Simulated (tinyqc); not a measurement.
From results back to parameters: thin-body film or fin with hard walls, valleys of the Si type.

Problem. In a hard-walled film E_1 = c (pi/t)^2/m_z, c = hbar^2/2m0. The splitting between the lowest levels of two valley groups, on the (100) face, was computed from a hidden thickness.

Constants: hbar^2/2m0 = 3.80998211 eV angstrom^2.

Inputs chosen for the exercise (out of a larger set: near those of Si; not measured data): m_za = 0.909 m0 (heavier confinement mass); m_zb = 0.19 m0 (lighter one).

splitting = 31.948 meV

Find: t; lower level.

Solution. t = pi sqrt(c (1/m_zb - 1/m_za)/splitting).

t = 70.0 angstrom
lower level = 0.0084 eV

tinyqc: `OMP_NUM_THREADS=1 python tinyqc.py 1282403 1282404 out.jsonl`; about 0.01 s, one thread, shared Intel(R) Xeon(R) Processor @ 2.30GHz.
